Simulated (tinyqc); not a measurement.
Eight-band Kane k.p model: sweeps and comparisons. A value that a table varies takes the place of the one given here.

Eight-band Kane model, basis S, X, Y, Z times spin, zero of energy at the top of the unstrained valence band, c = hbar^2/2m0. Within each spin: H_SS = Eg + A c k^2, H_SX = i P kx (likewise Y, Z), H_XX = -Dso/3 + L kx^2 + M (ky^2 + kz^2), H_XY = N kx ky, and cyclic. Spin-orbit term (Dso/3) L.sigma on X, Y, Z with (L_k)_ij = -i epsilon_kij: <X+|H|Y+> = -i Dso/3, <X+|H|Z-> = Dso/3, <Y+|H|Z-> = -i Dso/3, <Z+|H|X-> = -Dso/3, <Z+|H|Y-> = i Dso/3, <X-|H|Y-> = i Dso/3, and their conjugates; + and - are the spin along z. Terms from inversion asymmetry are left out, so every level is twofold.

P = sqrt(Ep c); A = 1/me - Ep (Eg + 2 Dso/3)/(Eg (Eg + Dso)) keeps the electron mass; g1' = g1 - Ep/(3 Eg), g2' = g2 - Ep/(6 Eg), g3' = g3 - Ep/(6 Eg) remove the coupling to S that the Luttinger values already hold; L = -c (g1' + 4 g2'), M = -c (g1' - 2 g2'), N = -6 c g3'.

Constants: hbar^2/2m0 = 3.80998211 eV angstrom^2.

Parameters, chosen for this exercise (near those of InAs; not measured data):
```
symbol  value   unit        meaning
Eg      0.415   eV          gap at Gamma to the s-like level
Dso     0.394   eV          spin-orbit splitting
Ep      21.5    eV          Kane energy
me      0.0258  m0          electron mass at Gamma
g1      19.99               Luttinger gamma1
g2      8.51                gamma2
g3      9.19                gamma3
kmax    0.05    1/angstrom  end of the path
```

## Non-parabolicity of the conduction band

Unstrained, along [001], six points up to kmax. Parabolic: E = c k^2/me. Two-band form: E (1 + alpha E) = c k^2/me with alpha = (1 - me)^2/Eg. The column alpha(k) solves that form for alpha with the eight-band energy. Energies from the conduction edge.

Energies:
```
|k| (1/angstrom),parabolic (eV),two-band (eV),eight-band (eV),alpha(k) (1/eV),parabolic / eight-band
0.0083,0.0103,0.0100,0.0100,2.580,1.026
0.0167,0.0410,0.0378,0.0374,2.603,1.097
0.0250,0.0923,0.0783,0.0768,2.637,1.202
0.0333,0.1641,0.1271,0.1233,2.680,1.330
0.0417,0.2564,0.1812,0.1739,2.730,1.475
0.0500,0.3692,0.2388,0.2264,2.786,1.631
```

alpha = 2.287 1/eV

What does this show, and why?

At the last point the parabola lies a factor 1.63 above the eight-band value, and the two-band form 12.4 meV above it. The parabola stays within 5 % up to |k| = 0.0083 1/angstrom of the points listed. alpha(k) goes from 2.580 to 2.786 1/eV, a spread of 8.0 % over this range; the simple rule gives 2.287, 11 % below the first value, as it knows neither Dso nor the remote terms.

## Four, six or eight bands for the holes

Unstrained, along [100]. Six bands: the X, Y, Z block alone with the full g1, g2, g3 in L, M, N. Four bands: the same with Dso sent to infinity. HH, LH and SO name the pairs from the top.

Valence levels (eV):
```
|k| (1/angstrom),HH 4,HH 6,HH 8,LH 4,LH 6,LH 8,SO 6,SO 8
0.0083,-0.0008,-0.0008,-0.0008,-0.0098,-0.0097,-0.0095,-0.3994,-0.3971
0.0167,-0.0031,-0.0031,-0.0031,-0.0392,-0.0375,-0.0352,-0.4169,-0.4066
0.0250,-0.0071,-0.0071,-0.0071,-0.0881,-0.0791,-0.0709,-0.4507,-0.4232
0.0333,-0.0126,-0.0126,-0.0126,-0.1567,-0.1271,-0.1108,-0.5082,-0.4482
0.0417,-0.0196,-0.0196,-0.0196,-0.2448,-0.1730,-0.1504,-0.5980,-0.4825
0.0500,-0.0283,-0.0283,-0.0283,-0.3525,-0.2115,-0.1872,-0.7254,-0.5269
```

How do the results move?

At |k| = 0.0500 the heavy holes of the three models span 0.0 meV and the light holes 165.4 meV. The split-off band moves the light hole by +141.0 meV and treating the conduction band exactly moves it by +24.4 meV more; the split-off band matters more here, where the four-band light-hole energy is 0.89 times Dso and 0.85 times Eg.

## Far from Gamma

Pairs 3 and 4 along [100] out to 3.2 1/angstrom, beyond the zone edge but about the reach pi/h of a grid with h = 1 angstrom, with Ep as given and with Ep rescaled so that A = 1: Ep = (1/me - 1) Eg (Eg + Dso)/(Eg + 2 Dso/3). Crossings of E = Eg/2 are found on a scan of 320 points from 0.05 to 3.2 and refined by bisection.

Levels (eV):
```
kx (1/angstrom),pair 3,pair 4,"pair 3, rescaled","pair 4, rescaled"
0.0,0.000,0.415,0.000,0.415
0.4,-1.811,1.706,-1.811,2.445
0.8,-7.242,-0.501,-7.242,4.573
1.2,-16.295,-6.093,-16.295,7.704
1.6,-28.968,-14.818,-28.968,12.003
2.0,-45.263,-26.514,-45.263,17.505
2.4,-65.178,-41.081,-65.178,24.220
2.8,-88.715,-58.461,-88.715,32.150
3.2,-115.872,-78.617,-115.872,41.297
```

A (a pure number) and L (eV angstrom^2) as given: -4.637  -8.469

rescaled Ep = 18.71 eV

A and L rescaled: 1.000  -34.108

Crossings of mid-gap:
```
set,number,first kx (1/angstrom)
as given,1,0.722
rescaled,0,-
```

Is the parameter set safe for a calculation on a fine real-space grid?

No. A level crosses the middle of the gap at kx = 0.722 1/angstrom; a grid of step h reaches k = pi/h, so one with h below about 4.4 angstrom can return spurious states, and finite differences, which weaken the linear term at large k, can do so on coarser grids too. At large kx the S and X states dominate and (A c k^2)(L k^2) - P^2 k^2 must vanish for a state in the gap, which needs A L > 0, near k = P/sqrt(A c L); here A = -4.637 and L = -8.469 have the same sign, which puts the estimate at 0.74 1/angstrom. In the rerun with Ep = 18.71 eV, A = 1.000 and L = -34.108 have opposite signs, and no level crosses, so the rescaling cures it. Electron, heavy- and light-hole masses at Gamma are the same for both sets.

## What each parameter does

Unstrained; levels at |k| = kmax along [001], all derived values formed anew. Each row changes one parameter from the base and keeps the others.

Results:
```
case,conduction (eV),heavy hole (eV),light hole (eV),split-off (eV)
base,0.6414,-0.0283,-0.1872,-0.5269
Eg = 0.3735 eV,0.5993,-0.0283,-0.1889,-0.5108
Dso = 0.4334 eV,0.6426,-0.0283,-0.1924,-0.5583
Ep = 19.35 eV,0.6409,-0.0283,-0.1850,-0.5366
me = 0.0284 m0,0.6170,-0.0283,-0.1918,-0.5316
g1 = 17.991,0.6466,-0.0092,-0.1707,-0.5105
g2 = 9.361,0.6333,-0.0121,-0.1822,-0.5399
g3 = 8.271,0.6414,-0.0283,-0.1872,-0.5269
```

What can be read from the table?

The largest shifts from the base row, up to three for each result and ties (the steps differ in size, so this ranks the rows, not the parameters). conduction (eV): Eg -0.0421, me -0.0244, g2 -0.0081; unchanged at the printed digits by g3. heavy hole (eV): g1 +0.0190, g2 +0.0162; unchanged at the printed digits by Eg, Dso, Ep, me and g3. light hole (eV): g1 +0.0164, Dso -0.0052, g2 +0.0049; unchanged at the printed digits by g3. split-off (eV): Dso -0.0314, g1 +0.0164, Eg +0.0160; unchanged at the printed digits by g3.

tinyqc: `OMP_NUM_THREADS=1 python tinyqc.py 1050202 1050203 out.jsonl`; about 0.08 s, one thread, shared Intel(R) Xeon(R) Processor @ 2.30GHz.
